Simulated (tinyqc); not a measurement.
Worked calculation: RHF in the sto-3g basis, for H4, spin multiplicity 1. One step of it, computed by the program tinyqc.

Question. Orthogonalisation. S = U s U^T; canonical form X = U s^(-1/2), so that X^T S X = 1. Each column of U has its largest component positive (the first on a tie).

overlap S, lower triangle:
```
,1H 1s,2H 1s,3H 1s,4H 1s
1H 1s,1.000000
2H 1s,0.582347,1.000000
3H 1s,0.347823,0.241397,1.000000
4H 1s,0.241397,0.347823,0.582347,1.000000
```

Give: eigenvalues of S; X.

Answer.

eigenvalues of S: 0.3112  0.5241  0.9931  2.1716

X:
```
,1,2,3,4
1H 1s,0.8963,0.6907,0.5017,0.3393
2H 1s,-0.8963,-0.6907,0.5017,0.3393
3H 1s,-0.8963,0.6907,-0.5017,0.3393
4H 1s,0.8963,-0.6907,-0.5017,0.3393
```
